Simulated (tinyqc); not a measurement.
## A discretised effective-mass wire between two leads, recursive Green functions: effect of the strength of the potential

Finite differences on a grid of step a give a chain with hopping -t, t = C/(m a^2), C = hbar^2/(2 m0), and site energies 2 t + U_i for the N = 7 sites of the device; the semi-infinite leads have site energy 2 t. Each slice is one site, and V = -t couples neighbouring slices.

Sigma = t^2 g(E - 2 t), g(x) = (x - i sqrt(4 t^2 - x^2))/(2 t^2) for |x| < 2 t and (x - sign(x) sqrt(x^2 - 4 t^2))/(2 t^2) otherwise; Gamma = i (Sigma - Sigma^dagger); both leads give the same. Forward pass: g_1 = (E - H_1 - Sigma)^(-1), g_i = (E - H_i - V g_(i-1) V^dagger)^(-1), with Sigma also subtracted on the last slice; G_(i,1) = g_i V G_(i-1,1), starting from g_1. H_i is the block of slice i, its site energy. T(E) = Tr[Gamma G_(N,1) Gamma G_(N,1)^dagger]. All U are multiplied by the factor sc.

Inputs (values chosen for the exercise):
- m = 0.05 m0 (effective mass)
- a = 1.4 nm (grid step)
- U = [0.27, 0.27, 0, 0, 0, 0.27, 0.27] eV (potential on the sites 1 to N)
- E = 0.228 eV (energy above the band bottom of the leads)

Constants: q = 1.602176634e-19 C, hbar = 1.054571817e-34 J s, m0 = 9.1093837015e-31 kg, hbar^2/(2 m0) = 0.0380998212 eV nm^2. Results are converted to the units shown.

Effect of the strength of the potential:

| sc | T(E) | reflection, modes - T(E) |
|---|---|---|
| 0 | 1.0000 | 0 |
| 0.25 | 0.89498 | 0.10502 |
| 0.5 | 0.54674 | 0.45326 |
| 0.75 | 0.24648 | 0.75352 |
| 1 | 0.10620 | 0.89380 |
| 1.25 | 0.048838 | 0.95116 |
| 1.5 | 0.024355 | 0.97565 |
| 1.75 | 0.013056 | 0.98694 |
| 2 | 0.0074364 | 0.99256 |

T(E) falls from 1.00 to 0.00744. At sc = 0 the device equals the leads and transmits all 1 open mode(s). Between the first two non-zero rows the reflection goes as sc^(2.11); weak scattering gives sc^2.

Numbers from tinyqc (`OMP_NUM_THREADS=1 python tinyqc.py 2660114 2660115 out.jsonl`; about 0.03 s on one thread of a shared Intel Xeon 2.30GHz).
